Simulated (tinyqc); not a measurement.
# Bandgap voltage reference from two bipolar transistors: effect of the output resistor at T0

Two transistors of area 1 and N carry the same current I. Is(T) = Is (T/T0)^eta exp[(Vg0 q/kB)(1/T0 - 1/T)], VBE1 = Vt ln(I/Is(T)) + I rb, VBE2 = Vt ln(I/(N Is(T))) + I rb/N. The amplifier forces I R1(T) = VBE1 - VBE2 + Vos, with R(T) = R (1 + tc (T - T0)) for both resistors, and the output is Vref = VBE1 + I R2(T). Base currents and the Early effect are neglected.

Vt = kB T/q; I = (Vt ln N + Vos)/(R1(T) - rb (1 - 1/N)). Box coefficient: span of Vref between 233 and 398 K over its average over T and over 165 K. The last column is the R2 that gives zero slope at T0.

Parameters, values chosen for the exercise; values of the order met in silicon bipolar transistors: reference temperature T0 = 300 K; band-gap voltage extrapolated to 0 K Vg0 = 1.202 V; temperature exponent of the saturation current eta = 3.5; saturation current of the unit transistor at T0 Is = 1.1e-18 A; area ratio of the second transistor N = 15; resistor across which the difference of VBE falls, at T0 R1 = 30 kohm; temperature coefficient of both resistors tc = 0 ppm/K; offset of the amplifier Vos = 2.9 mV; series resistance of the unit transistor rb = 0 ohm.

Constants: q = 1.602176634e-19 C, kB = 1.380649e-23 J/K. Results are converted to the units shown.

Effect of the output resistor at T0:

| R2 (kohm) | I at T0 (uA) | Vref at T0 (V) | slope at T0 (uV/K) | box coefficient (ppm/K) | R2 for zero slope (kohm) |
|---|---|---|---|---|---|
| 210.1 | 2.430 | 1.245 | -141.9 | 120.9 | 228.3 |
| 216.9 | 2.430 | 1.262 | -88.96 | 77.24 | 228.3 |
| 223.8 | 2.430 | 1.279 | -35.28 | 35.13 | 228.3 |
| 228.3 | 2.430 | 1.290 | -0.2784 | 14.83 | 228.3 |
| 232.9 | 2.430 | 1.301 | 35.50 | 23.56 | 228.3 |
| 239.8 | 2.430 | 1.318 | 89.18 | 61.32 | 228.3 |
| 246.6 | 2.430 | 1.334 | 142.1 | 100.1 | 228.3 |

Read the table: what changes, and by how much?

As R2 goes from 210.1 to 246.6, Vref rises from 1.245 to 1.334 V and the box coefficient goes from 121 through a minimum of 14.8 (at R2 = 228.3 among the rows listed) to 100 ppm/K. One per cent in R2 moves the slope by 17.8 uV/K.

tinyqc, about 0.03 s, one thread, Intel Xeon 2.30GHz (shared host): `OMP_NUM_THREADS=1 python tinyqc.py 2062132 2062133 out.jsonl`
